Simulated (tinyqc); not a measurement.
Off-state leakage of single and stacked transistors: leakage components against the supply voltage.

n-channel devices of unit width. Subthreshold current I(Vg, Vs, Vd) = I0 (T/300 K)^0.5 exp[(Vg - Vs - VT(T) - gb (Vs - Vb) + dd (Vd - Vs))/(nf Vt)] (1 - exp(-(Vd - Vs)/Vt)), VT(T) = VT - cT (T - 300 K). Gate-edge tunnelling Ig (Vd/1 V) exp(ag (Vd - 1 V)), for a gate at 0 V, and band-to-band leakage Ab u exp(-Bb/u), u = Vd - Vb + 1 V, flow at a drain held at V; both are taken as independent of T. In a stack of off transistors (all gates at 0 V) the same subthreshold current passes through each.

One transistor with Vg = Vs = 0, Vd = V; stack factor I(one)/I(two in series).

Parameters, values chosen for the exercise; values of the order met in bulk silicon logic transistors:
- T = 358 K (temperature)
- VT = 0.46 V (threshold at 300 K, zero drain and body bias)
- cT = 0.6 mV/K (fall of the threshold with temperature)
- I0 = 0.88 uA/um (current at threshold at 300 K)
- nf = 1.32 (slope factor)
- dd = 0.17 (drain-induced lowering per volt)
- gb = 0.09 (rise of the threshold per volt of source-body bias)
- Ig = 0.0004 uA/um (gate-edge tunnelling current at 1 V)
- ag = 5.5 1/V (exponential slope of the gate current)
- Ab = 30 uA/(um V) (prefactor of band-to-band leakage at the drain)
- Bb = 20 V (its exponential voltage)
- Vb = 0 V (body voltage)

Constants: q = 1.602176634e-19 C, kB = 1.380649e-23 J/K, Vt = kB T/q. Results are converted to the units shown.

Leakage components against the supply voltage:
```
V (V),subthreshold (nA/um),gate edge (nA/um),band-to-band (nA/um),total (nA/um),stack factor,largest part
0.5,0.2263,0.01279,0.07288,0.3120,7.100,subthreshold
0.6,0.3435,0.02659,0.1789,0.5490,9.883,subthreshold
0.7,0.5215,0.05377,0.3965,0.9718,13.91,subthreshold
0.8,0.7918,0.1065,0.8070,1.705,19.73,band-to-band
0.9,1.202,0.2077,1.529,2.938,28.15,band-to-band
1,1.825,0.4000,2.724,4.949,40.32,band-to-band
1.1,2.770,0.7626,4.605,8.137,57.91,band-to-band
1.2,4.205,1.442,7.437,13.08,83.32,band-to-band
1.3,6.384,2.708,11.54,20.64,120.0,band-to-band
1.4,9.692,5.054,17.31,32.05,173.1,band-to-band
```

What does the table show?

As V goes from 0.5 to 1.4, the total leakage rises from 0.312 to 32.1 nA/um. The subthreshold part leads at V = 0.5, the band-to-band part from 0.8 on. The reduction by a stack of two rises from 7.10 to 173, for the subthreshold part alone.

Program tinyqc, `OMP_NUM_THREADS=1 python tinyqc.py 2242254 2242255 out.jsonl`; Intel Xeon 2.30GHz, shared host, one thread, about 0.03 s.
